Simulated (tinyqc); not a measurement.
Comparisons within one model: smearing for a one-band metal on the square lattice. A value that a table varies takes the place of the one given here.

Lattice vectors (units of a): a1 = (1, 0), a2 = (0, 1). E(k) = -t A_1(k) - t2 A_2(k), A_m the sum of cos(k . R) over the 4 nearest and 4 second lattice vectors. Mesh k = sum (j_i/N) b_i, j_i = 0 .. N-1.

With x = (E_k - mu)/sigma: Fermi-Dirac f = 1/(1 + exp(x)), s = -f ln f - (1 - f) ln(1 - f); Gaussian f = erfc(x)/2, s = exp(-x^2)/(2 sqrt(pi)); Methfessel-Paxton (first order) f = erfc(x)/2 - x exp(-x^2)/(2 sqrt(pi)), s = (1 - 2 x^2) exp(-x^2)/(4 sqrt(pi)); cold (Marzari-Vanderbilt) with y = x + 1/sqrt(2), f = erfc(y)/2 + exp(-y^2)/sqrt(2 pi), s = y exp(-y^2)/sqrt(2 pi). With weights w = points/N^d (d the dimension), mu solves 2 sum w f = ne; E = 2 sum w f E_k, S = 2 sum w s, F = E - sigma S.

With x = (E_k - mu)/sigma: Gaussian f = erfc(x)/2, s = exp(-x^2)/(2 sqrt(pi)); Methfessel-Paxton (first order) f = erfc(x)/2 - x exp(-x^2)/(2 sqrt(pi)), s = (1 - 2 x^2) exp(-x^2)/(4 sqrt(pi)). With weights w = points/N^d (d the dimension), mu solves 2 sum w f = ne; E = 2 sum w f E_k, S = 2 sum w s, F = E - sigma S.

With x = (E_k - mu)/sigma: Methfessel-Paxton (first order) f = erfc(x)/2 - x exp(-x^2)/(2 sqrt(pi)), s = (1 - 2 x^2) exp(-x^2)/(4 sqrt(pi)). With weights w = points/N^d (d the dimension), mu solves 2 sum w f = ne; E = 2 sum w f E_k, S = 2 sum w s, F = E - sigma S.

Parameters, chosen for this exercise:

| symbol | value | unit | meaning |
|---|---|---|---|
| t | 1.34 | eV | nearest hopping |
| t2 | 0.09 | eV | second hopping |
| ne | 1.22 |  | electrons per cell |
| N | 4 |  | unshifted mesh |
| sigma | 0.268 | eV | width |

## Error of each scheme against the width

All on the dense mesh N = 200. The reference is F of first-order Methfessel-Paxton smearing with sigma = 0.05 t on the mesh N = 200; it moves by 0.00 meV on the mesh N = 250, so errors below a few times that are not resolved.

Errors (meV per cell):

| sigma (eV) | FD F | FD (E+F)/2 | Gauss F | Gauss (E+F)/2 | MP F | cold F |
|---|---|---|---|---|---|---|
| 0.134 | -9.02 | 0.12 | -1.34 | 0.00 | 0.00 | 0.06 |
| 0.201 | -20.43 | 0.00 | -3.03 | 0.02 | 0.03 | 0.25 |
| 0.268 | -36.16 | -0.63 | -5.42 | 0.07 | 0.10 | 0.68 |
| 0.402 | -79.27 | -3.73 | -12.35 | 0.21 | 0.30 | 1.76 |
| 0.536 | -136.32 | -9.33 | -22.12 | 0.15 | 0.33 | 2.55 |
| 0.804 | -286.53 | -28.74 | -49.51 | -1.03 | -0.70 | 2.51 |
| 1.072 | -477.11 | -61.22 | -86.42 | -3.75 | -3.33 | 0.26 |

reference = -2.06678 eV

Doubling sigma from 0.268 to 0.536 eV multiplies the error of F by 3.8 (Fermi-Dirac) and 4.1 (Gaussian); a pure sigma^2 term would give 4. At the smallest width Fermi-Dirac errs 6.7 times as much as Gaussian, against 2 pi^2/3 = 6.6 for the ratio of the sigma^2 terms at equal sigma. At the largest width the sizes of the errors rank cold F 0.3, MP F 3.3, Gauss (E+F)/2 3.8, FD (E+F)/2 61.2, Gauss F 86.4, FD F 477.1 meV; the reference is good to about 0.01 meV.

## Mesh against width

Gaussian smearing, (E + F)/2. The reference is F of first-order Methfessel-Paxton smearing with sigma = 0.05 t on the mesh N = 200; it moves by 0.00 meV on the mesh N = 250, so errors below a few times that are not resolved.

Errors (meV per cell):

| N | sigma = 0.05 t | sigma = 0.15 t | sigma = 0.4 t |
|---|---|---|---|
| 4 | 43.73 | 40.07 | 29.86 |
| 8 | -18.27 | -18.32 | -12.40 |
| 12 | -6.36 | -7.06 | -3.55 |
| 16 | 4.18 | 3.88 | 0.48 |
| 24 | 2.01 | 0.91 | 0.16 |
| 48 | -0.31 | -0.01 | 0.15 |

reference = -2.06678 eV

First N from which the value stays within 2 meV of its last entry (which need not be the best one): none before the last for sigma = 0.05 t, 24 for sigma = 0.15 t, 16 for sigma = 0.4 t. At the last mesh the errors are -0.31, -0.01 and +0.15 meV. The widest smearing converges sooner with the mesh than the narrowest; a level at which its last entries rest, if any, is its bias. The smallest error belongs to 0.05 t on 0, 0.15 t on 1, 0.4 t on 5 of the 6 meshes.

## What moves the results of Methfessel-Paxton (first order) smearing

All sums formed anew. Each row changes one parameter from the base and keeps the others.

Results:

| case | mu (eV) | E (eV) | S | F (eV) |
|---|---|---|---|---|
| base | 0.2992 | -2.0268 | -0.0002 | -2.0267 |
| N = 8 | 0.8082 | -2.0863 | -0.0081 | -2.0842 |
| sigma = 0.536 eV | 0.3536 | -2.0109 | 0.0412 | -2.0330 |
| ne = 1.32 | 0.4388 | -1.9886 | 0.0057 | -1.9902 |
| t2 = 0.224 eV | 0.8575 | -2.0369 | 0.0331 | -2.0458 |
| t = 1.474 eV | 0.2992 | -2.2278 | -0.0002 | -2.2277 |

The largest shifts from the base row, up to three for each result and ties (the steps differ in size, so this ranks the rows, not the parameters). mu (eV): t2 +0.5584, N +0.5090, ne +0.1396; unchanged at the printed digits by t. E (eV): t -0.2010, N -0.0595, ne +0.0382. S: sigma +0.0414, t2 +0.0333, N -0.0078; unchanged at the printed digits by t. F (eV): t -0.2010, N -0.0574, ne +0.0366.

Run: tinyqc, `OMP_NUM_THREADS=1 python tinyqc.py 1651845 1651846 out.jsonl`; Intel(R) Xeon(R) Processor @ 2.30GHz, one thread, shared host; about 0.08 s of CPU time with all checks.
